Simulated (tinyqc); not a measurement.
# Stacked nanosheet transistor, parasitic resistance, capacitance and delay: effects of single changes

Ns sheets share one contact on top; each has perimeter p = 2 (Ws + ts) and cross-section A = Ws ts; contact width Wc = Ws + 10 nm, stack height Hs = Ns pv. Sheet 1 is the top one. Contact length Lc = CPP - Lg - 2 Lsp, shared by two neighbouring gates. Source and drain sides are equal. The formulas are first-order estimates, not field solutions.

Values chosen for this exercise; values close to those of silicon logic devices: temperature T = 300 K; number of sheets Ns = 3; sheet width Ws = 50 nm; sheet thickness ts = 7 nm; vertical pitch of the sheets pv = 16 nm; vertical resistance between sheet levels rv = 193 ohm; contacted gate pitch CPP = 48 nm; gate length Lg = 14 nm; spacer length Lsp = 7 nm; relative permittivity of the spacer ks = 5.5; gate height above the channel stack Hc = 25 nm; contact resistivity rc = 1.3e-9 ohm cm^2; resistivity of the source-drain epitaxy re = 0.00058 ohm cm; current-carrying depth of the epitaxy te = 25 nm; resistivity of the extension rx = 0.00073 ohm cm; gate overlap Lov = 2 nm; inversion capacitance Cinv = 3.3 uF/cm^2; injection velocity vx = 1.1e7 cm/s; apparent mobility mu = 340 cm^2/(V s); threshold at zero drain voltage VT = 0.21 V; barrier lowering dl = 0.067 V/V; subthreshold factor n = 1.13; wire load Cw = 0.22 fF; supply voltage Vdd = 0.65 V.

Constants: q = 1.602176634e-19 C, kB = 1.380649e-23 J/K, eps0 = 8.8541878128e-12 F/m, Vt = kB T/q. Results are converted to the units shown.

Each table varies one quantity; the others keep the values above.

## Effect of the contacted gate pitch

Epitaxy sheet resistance Rsh = re/te, transfer length LT = sqrt(rc/Rsh), contact Rc = [sqrt(rc Rsh)/Wc] coth(Lc/(2 LT)); extension of one sheet Rx = rx Lsp/A. With N sheets: gate Cg = Cinv p N Lg; per side, plate Cp = ks eps0 [Wc (Hs + Hc) - N A]/Lsp, top fringe Cf = (2/pi) ks eps0 Wc ln(1 + Lg/(2 Lsp)), overlap Co = Cinv p N Lov. One sheet: I = p Q vx u/(1 + |u|^1.8)^(1/1.8), Q = Cinv n Vt ln(1 + exp((Vg' - VT + dl Vd')/(n Vt))), u = Vd' mu/(vx Lg), Vg' = Vgs - v, Vd' = Vds - 2 v, with the drop on each side v_j = Rc sum I + rv (sum over levels k = 2..j of the current of sheets k..Ns) + Rx I_j. Ieff = [I(Vgs = Vdd, Vds = Vdd/2) + I(Vdd/2, Vdd)]/2, total currents. With Cs = Cp + Cf + Co, the load of an inverter of two such devices driving an equal one is CL = 2 (Cg + 2 Cs) + 4 Cs + Cw (own drains counted twice for the Miller effect); delay CL Vdd/(2 Ieff).

The same in every row: Rx/N (ohm) = 48.67; CL (aF) = 912.2.

Effect of the contacted gate pitch:
```
CPP (nm)  Rc (ohm)  Ieff (uA)  delay (ps)
36           546.8      156.4       1.895
42           318.5      203.1       1.460
48           229.4      227.9       1.301
54           183.1      242.4       1.223
60           155.4      251.6       1.179
66           137.5      257.7       1.150
72           125.3      262.0       1.132
78           116.7      265.0       1.119
```

Read the table: what changes, and by how much?

As CPP goes from 36 to 78 nm, Ieff rises from 156 to 265 uA, CL stays at 912 aF and the delay falls from 1.90 to 1.12 ps. Only the contact length changes, so the capacitance stays and the pitch acts through Rc.

## Effect of the wire load

Same model as above.

The same in every row: Rc (ohm) = 229.4; Rx/N (ohm) = 48.67; Ieff (uA) = 227.9.

Result of one run:
```
Cw (fF)  CL (aF)  delay (ps)
0.02       712.2       1.016
```

What becomes of these results when the wire load Cw is changed from 0.02 to 0.2 fF, all else the same?

Result of the changed run:
```
Cw (fF)  CL (aF)  delay (ps)
0.2        892.2       1.272
```

The whole series:
```
Cw (fF)  CL (aF)  delay (ps)
0.02       712.2       1.016
0.043      735.2       1.049
0.093      785.2       1.120
0.2        892.2       1.272
0.43        1122       1.600
0.93        1622       2.314
2           2692       3.840
```

As Cw goes from 0.02 to 2 fF, Ieff stays at 228 uA, CL rises from 712 to 2690 aF and the delay rises from 1.02 to 3.84 ps.

## Effect of the supply voltage

Same model as above.

The same in every row: Rc (ohm) = 229.4; Rx/N (ohm) = 48.67; CL (aF) = 912.2.

Result of one run:
```
Vdd (V)  Ieff (uA)  delay (ps)
0.45         115.0       1.785
```

What becomes of these results when the supply voltage Vdd is changed from 0.45 to 0.75 V, all else the same?

Result of the changed run:
```
Vdd (V)  Ieff (uA)  delay (ps)
0.75         285.0       1.200
```

The whole series:
```
Vdd (V)  Ieff (uA)  delay (ps)
0.45         115.0       1.785
0.55         170.8       1.468
0.65         227.9       1.301
0.75         285.0       1.200
0.85         342.0       1.134
0.95         398.8       1.086
```

As Vdd goes from 0.45 to 0.95 V, Ieff rises from 115 to 399 uA, CL stays at 912 aF and the delay falls from 1.78 to 1.09 ps.

Computed by the program tinyqc: `OMP_NUM_THREADS=1 python tinyqc.py 2170048 2170049 out.jsonl`, one thread of a shared Intel Xeon 2.30GHz, about 0.08 s for the whole run.
